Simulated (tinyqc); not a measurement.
FinFET, parasitic resistance, capacitance and delay: effect of the relative permittivity of the spacer.

Nf fins under one contact; each has gated perimeter p = 2 Hf + Wf and cross-section A = Hf Wf; contact width Wc = Nf pf, stack height Hs = Hf. Contact length Lc = CPP - Lg - 2 Lsp, shared by two neighbouring gates. Source and drain sides are equal. The formulas are first-order estimates, not field solutions.

Epitaxy sheet resistance Rsh = re/te, transfer length LT = sqrt(rc/Rsh), contact Rc = [sqrt(rc Rsh)/Wc] coth(Lc/(2 LT)); extension of one fin Rx = rx Lsp/A. With N fins: gate Cg = Cinv p N Lg; per side, plate Cp = ks eps0 [Wc (Hs + Hc) - N A]/Lsp, top fringe Cf = (2/pi) ks eps0 Wc ln(1 + Lg/(2 Lsp)), overlap Co = Cinv p N Lov. One fin: I = p Q vx u/(1 + |u|^1.8)^(1/1.8), Q = Cinv n Vt ln(1 + exp((Vg' - VT + dl Vd')/(n Vt))), u = Vd' mu/(vx Lg), Vg' = Vgs - v, Vd' = Vds - 2 v, with the drop on each side v = Rc (sum of I) + Rx I. Ieff = [I(Vgs = Vdd, Vds = Vdd/2) + I(Vdd/2, Vdd)]/2, total currents. With Cs = Cp + Cf + Co, the load of an inverter of two such devices driving an equal one is CL = 2 (Cg + 2 Cs) + 4 Cs + Cw (own drains counted twice for the Miller effect); delay CL Vdd/(2 Ieff).

Values chosen for this exercise; values close to those of silicon logic devices: temperature T = 300 K; number of fins Nf = 3; fin height Hf = 60 nm; fin width Wf = 6 nm; fin pitch pf = 34 nm; contacted gate pitch CPP = 70 nm; gate length Lg = 18 nm; spacer length Lsp = 7 nm; gate height above the channel stack Hc = 30 nm; contact resistivity rc = 2.5e-9 ohm cm^2; resistivity of the source-drain epitaxy re = 0.00035 ohm cm; current-carrying depth of the epitaxy te = 30 nm; resistivity of the extension rx = 0.00052 ohm cm; gate overlap Lov = 2 nm; inversion capacitance Cinv = 2.3 uF/cm^2; injection velocity vx = 1.2e7 cm/s; apparent mobility mu = 240 cm^2/(V s); threshold at zero drain voltage VT = 0.3 V; barrier lowering dl = 0.064 V/V; subthreshold factor n = 1.14; wire load Cw = 0.15 fF; supply voltage Vdd = 0.7 V.

Constants: q = 1.602176634e-19 C, kB = 1.380649e-23 J/K, eps0 = 8.8541878128e-12 F/m, Vt = kB T/q. Results are converted to the units shown.

The same in every row: Rc (ohm) = 136.2; Rx/N (ohm) = 33.70; Ieff (uA) = 211.6.

Results:

| ks | CL (aF) | delay (ps) |
|---|---|---|
| 1 | 687.9 | 1.138 |
| 2 | 773.6 | 1.279 |
| 3 | 859.4 | 1.421 |
| 5.5 | 1074 | 1.776 |
| 7 | 1202 | 1.989 |

Estimate the missing row, ks = 4.

Computed row:

| ks | CL (aF) | delay (ps) |
|---|---|---|
| 4 | 945.2 | 1.563 |

With this row back in the table: As ks goes from 1 to 7, Ieff stays at 212 uA, CL rises from 688 to 1200 aF and the delay rises from 1.14 to 1.99 ps.

Program tinyqc, `OMP_NUM_THREADS=1 python tinyqc.py 2170094 2170095 out.jsonl`; Intel Xeon 2.30GHz, shared host, one thread, about 0.03 s.
